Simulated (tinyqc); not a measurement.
Electron-beam lithography: double-Gaussian proximity function, edge placement and dose correction for parallel lines: one step, computed by the program tinyqc. Command: `OMP_NUM_THREADS=1 python tinyqc.py 3110769 3110770 out.jsonl proximity walk`. One thread of a shared host (Intel(R) Xeon(R) Processor @ 2.30GHz), about 0.01 s of CPU time with the checks.

Lines are infinitely long. Absorbed energy is counted so that the middle of a very large area written at dose 1 receives 1; the resist develops where it exceeds 1/2.

Problem. Dose to size and latitude. A test line of width w << beta in surroundings of density rho, all at dose d: near its edge E(x) = d [S + eta rho]/(1 + eta), S = [erf((b - x)/alpha) - erf((a - x)/alpha)]/2 for edges a and b, the second term being the background energy. Dose to size d_s = (1 + eta)/(erf(w/alpha) + 2 eta rho), dose = d_s D0; edge slope d [1 - exp(-w^2/alpha^2)]/(sqrt(pi) alpha (1 + eta)); width change per 1 % of dose = 2 x 0.01 x (1/2)/slope.

Inputs (values chosen for the exercise, of the order of those for 50 keV electrons in resist on silicon):
```
quantity,value,unit
forward range alpha,0.016,micrometre
backscatter ratio eta,0.9,-
base dose D0,250,microcoulomb/cm^2
width of the test line,0.1,micrometre
pattern density around the test line,0.14,-
```

Give: dose to size d_s; dose; edge slope; width change per 1 % of dose; background energy.

Solution.

dose to size d_s = 1.5176

dose = 379.39 microcoulomb/cm^2

edge slope = 0.028164 1/nm

width change per 1 % of dose = 0.35506 nm

background energy = 0.10064

The background supplies 20 % of the threshold.
